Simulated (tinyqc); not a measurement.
Inside a calculation. Model: chemically amplified photoresist: aerial image, acid generation, bake, development and line width. Computed by tinyqc, a small Python program that keeps every step. Command: `OMP_NUM_THREADS=1 python tinyqc.py 3028898 3028899 out.jsonl resist walk`. One thread of a shared host (Intel(R) Xeon(R) Processor @ 2.30GHz), about 0.03 s of CPU time with the checks. Intermediate numbers are printed to about 6 digits and carried at full precision; extremes and crossings named in words are read from the listed rows.

Lines and spaces of pitch p with a two-beam-like image; x = 0 is the middle of the bright space. The resist is positive and treated as uniform in depth.

Inputs (values chosen for the exercise, for a model resist at 13.5 nm): pitch p = 43 nm; image contrast c = 0.62; mean dose E = 20.5 mJ/cm^2; Dill parameter C = 0.023 cm^2/mJ; quencher load q, relative to the acid generator = 0.15; acid diffusivity D = 0.24 nm^2/s; bake time t = 60 s; amplification rate k_amp = 0.023 1/s; threshold protection m_th = 0.6; development selectivity n = 12; largest rate r_max = 460 nm/s; smallest rate r_min = 0.013 nm/s; resist thickness d = 31 nm; development time t_d = 45 s; photon energy = 91.84 eV; absorption coefficient alpha = 4 1/um.

## Acid image and its blur

Dose E(x) = E [1 + c cos(2 pi x/p)]; acid h = 1 - exp(-C E(x)). Bake: the acid image is blurred by a Gaussian of variance sigma^2 = 2 D t (each Fourier term k of h, taken on 64 points, is multiplied by exp(-4 pi^2 k^2 D t/p^2)). Cosine coefficients: h(x) = sum_k h_k cos(2 pi k x/p).

diffusion length sigma = sqrt(2 D t) = 5.36656 nm

h_0 to h_4 before the bake: [0.362530, 0.184389, -0.013428, 0.000653, -0.000024]

h_0 to h_4 after the blur: [0.362530, 0.135584, -0.003926, 0.000041, 0.000000]

blur factor of the first harmonic = 0.735314

sigma/p = 0.125; the blur keeps 74 % of the modulation.

## From image to dissolution rate

The quencher then removes q, h_eff = max(h_blurred - q, 0); protection m = exp(-k_amp t h_eff). Mack rate r = r_max (a + 1)(1 - m)^n/(a + (1 - m)^n) + r_min, a = ((n + 1)/(n - 1))(1 - m_th)^n.

Across half a pitch:
```
x/p   x (nm)  dose (mJ/cm^2)  blurred acid  protection m  rate (nm/s)
0.00    0.00         33.2100      0.494229      0.621862  1.38574e+02
0.05    2.15         32.5879      0.488326      0.626949  1.23364e+02
0.10    4.30         30.7826      0.470994      0.642125  8.37642e+01
0.15    6.45         27.9708      0.443399      0.667050  3.93848e+01
0.20    8.60         24.4276      0.407571      0.700860  1.16246e+01
0.25   10.75         20.5000      0.366456      0.741775  2.04325e+00
0.30   12.90         16.5724      0.323842      0.786705  2.18620e-01
0.35   15.05         13.0292      0.284089      0.831069  2.55312e-02
0.40   17.20         10.2174      0.251641      0.869129  1.35856e-02
0.45   19.35          8.4121      0.230383      0.895003  1.30417e-02
0.50   21.50          7.7900      0.222980      0.904193  1.30139e-02
```

The dose varies by a factor 4.26 across the pattern and the rate by 10600.

## Space width and dose latitude

Edge: vertical development clears the film where r t_d >= d; the space width is twice the x where r = d/t_d. Dose sensitivity = d ln(width)/d ln E from widths at 1.005 E and E/1.005; image log-slope at the edge = |d ln E/dx|, normalised by the width (NILS); latitude for 10 % of width = 10 %/sensitivity.

space width = 23.6937 nm

dose sensitivity = 1.13459

NILS = 2.35170

dose latitude = 8.81373 %

At the same width a resist without blur would give a sensitivity 2/NILS = 0.850; the blur multiplies it by 1.33. Caution: lateral development, standing waves and the joint diffusion of acid and quencher are left out, so widths are indicative.

## Photon statistics at the edge

The edge lies at x = width/2. Absorbed photons per volume N = E(edge) alpha/(photon energy), 1 mJ/cm^2 = 62.41509 eV/nm^2, alpha in 1/nm; a Gaussian blur averages over a volume V = (2 sqrt(pi) sigma)^3; relative noise 1/sqrt(N V); edge noise sigma_x = (dh/d ln E) noise/|dh/dx|, with both derivatives of the blurred acid at the edge.

absorbed photons N = 0.0502139 1/nm^3

photons in the blur volume = 345.722

edge noise from photons = 0.722876 nm

Caution: the noise counts photons alone (acid and quencher statistics add to it) and takes the film as thicker than the blur; a thinner film averages in two dimensions only.

## Blur against noise

For each sigma the edge is held at x = p/4; N is taken at the mean dose; edge noise = (dh/d ln E)/(sqrt(N V) |dh/dx|), both derivatives taken of the blurred acid, V = (2 sqrt(pi) sigma)^3, N = E alpha/(photon energy), 1 mJ/cm^2 = 62.41509 eV/nm^2.

Trade-off:
```
sigma/p  sigma (nm)  blur factor  photons in V  edge noise (nm)
0.02           0.86     0.992135   1.57900e+00          8.82906
0.04           1.72     0.968911   1.26320e+01          3.17137
0.07           3.01     0.907808   6.76996e+01          1.43645
0.10           4.30     0.820869   1.97375e+02          0.91285
0.14           6.02     0.679167   5.41596e+02          0.65317
0.18           7.74     0.527530   1.15109e+03          0.57077
0.22           9.46     0.384667   2.10165e+03          0.57684
0.27          11.61     0.237168   3.88493e+03          0.68715
0.33          14.19     0.116531   7.09306e+03          1.03477
```

The noise is least near sigma/p = 0.18 among these rows. More diffusion averages over more photons (noise falls as sigma^(-3/2)) until it erases the image slope (factor exp(-2 pi^2 sigma^2/p^2)); for a pure cosine the two balance at sigma/p = sqrt(3/8)/pi = 0.195. Caution: for a film thinner than the blur the noise falls as 1/sigma only, and the optimum moves to sigma/p = 1/(2 pi) = 0.159. Caution: rows with under about ten photons in V are beyond a Gaussian noise estimate.

Checks made by the program: sensitivity 2/NILS in the limit of no diffusion (relative difference 1e-06).
